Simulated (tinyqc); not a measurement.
Pressure series at fixed power: global model of a low-pressure process discharge: electron temperature, density, ion flux and ion energy. Computed by tinyqc, a small Python program. Command: `OMP_NUM_THREADS=1 python tinyqc.py 3111177 3111178 out.jsonl plasma walk`. One thread of a shared host (Intel(R) Xeon(R) Processor @ 2.30GHz), about 0.01 s of CPU time with the checks.

Maxwellian electrons with temperature T_e in eV, one positive ion, no negative ions, uniform bulk density n; rate constants have the Arrhenius form.

Inputs (values chosen for the exercise, of the order of those of an inductive discharge in a simple atomic gas):
```
quantity                      value   unit
ion mass M                     35.5      u
ionisation prefactor K0       6e-14  m^3/s
ionisation energy E_iz         16.9     eV
excitation prefactor X0     1.4e-14  m^3/s
excitation energy E_ex         10.7     eV
elastic rate constant K_el  1.6e-13  m^3/s
ion-neutral cross section   1.1e-18    m^2
gas temperature T_g             300      K
radius R                         10     cm
height L                         15     cm
absorbed power P                140      W
```

Constants: k_B = 1.380649e-23 J/K; e = 1.602176634e-19 C; u = 1.6605390666e-27 kg; m_0 = 9.1093837015e-31 kg.

Method:
- n_g = p/(k_B T_g), lambda_i = 1/(n_g sigma), K_iz = K0 exp(-E_iz/T_e), h_L = 0.86/sqrt(3 + L/(2 lambda_i)), h_R = 0.8/sqrt(4 + R/lambda_i), A_eff = 2 pi R^2 h_L + 2 pi R L h_R and d_eff = pi R^2 L/A_eff follow p.
- Particle balance: K0 exp(-E_iz/T_e) n_g d_eff = u_B, u_B = sqrt(e T_e/M).
- E_c = E_iz + (X0 exp(-E_ex/T_e) E_ex + K_el (3 m_0/M) T_e)/K_iz; E_T = E_c + (5/2) T_e + (T_e/2) ln(M/(2 pi m_0)); n = P/(e u_B A_eff E_T); J = e h_L n u_B. Pressures without a root below 2 E_iz are left out.

Against pressure:
```
p (Pa)  T_e (eV)  E_c (eV)  E_T (eV)  n (1/cm^3)  J (mA/cm^2)
0.1       4.7289     26.18     59.85  7.6244e+10       1.6857
0.2       3.7092     30.23     56.64  1.0761e+11       1.7815
0.5       2.8587     38.87     59.23  1.5968e+11       1.7036
1.0       2.4238     49.45     66.71  2.0474e+11       1.5125
2.0       2.0993     65.58     80.52  2.4917e+11       1.2530
5.0       1.7817    100.83    113.51  2.9692e+11       0.8888
10.0      1.5986    145.32    156.71  3.1876e+11       0.6439
20.0      1.4498    217.31    227.64  3.2465e+11       0.4432
```

What follows from these numbers?

T_e falls from 4.73 to 1.45 eV, n changes by a factor 4.3 and J by 0.26; in J = P h_L/(A_eff E_T), E_T changes by a factor 3.80 and is least at 0.2 Pa, between wall losses at high T_e and excitation losses at low T_e.

Extremes, crossings and ranges named in words are read from the listed rows.
